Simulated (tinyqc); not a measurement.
Off-state leakage of single and stacked transistors: one step of the calculation.

n-channel devices of unit width. Subthreshold current I(Vg, Vs, Vd) = I0 (T/300 K)^0.5 exp[(Vg - Vs - VT(T) - gb (Vs - Vb) + dd (Vd - Vs))/(nf Vt)] (1 - exp(-(Vd - Vs)/Vt)), VT(T) = VT - cT (T - 300 K). Gate-edge tunnelling Ig (Vd/1 V) exp(ag (Vd - 1 V)), for a gate at 0 V, and band-to-band leakage Ab u exp(-Bb/u), u = Vd - Vb + 1 V, flow at a drain held at V; both are taken as independent of T. In a stack of off transistors (all gates at 0 V) the same subthreshold current passes through each.

Task. Leakage of one transistor. Vg = Vs = 0, Vd = V; effective threshold VT(T) - gb Vb - dd V.

Values chosen for this exercise; values of the order met in bulk silicon logic transistors:
```
symbol,value,unit,meaning
T,330,K,temperature
V,0.8,V,supply voltage
VT,0.25,V,"threshold at 300 K, zero drain and body bias"
cT,0.7,mV/K,fall of the threshold with temperature
I0,0.15,uA/um,current at threshold at 300 K
nf,1.4,,slope factor
dd,0.05,,drain-induced lowering per volt
gb,0.13,,rise of the threshold per volt of source-body bias
Ig,1e-6,uA/um,gate-edge tunnelling current at 1 V
ag,3.9,1/V,exponential slope of the gate current
Ab,50,uA/(um V),prefactor of band-to-band leakage at the drain
Bb,25,V,its exponential voltage
Vb,0,V,body voltage
```

Constants: q = 1.602176634e-19 C, kB = 1.380649e-23 J/K, Vt = kB T/q. Results are converted to the units shown.

Wanted: effective threshold; parts; total; shares.

Result.

effective threshold = 0.1890 V
parts (nA/um): subthreshold 1.365, gate edge 3.667e-4, band-to-band 0.08363
total = 1.449 nA/um
shares (%): subthreshold 94.20, gate edge 0.02531, band-to-band 5.773

The subthreshold part is the largest.

tinyqc, about 0.03 s, one thread, Intel Xeon 2.30GHz (shared host): `OMP_NUM_THREADS=1 python tinyqc.py 2242206 2242207 out.jsonl`
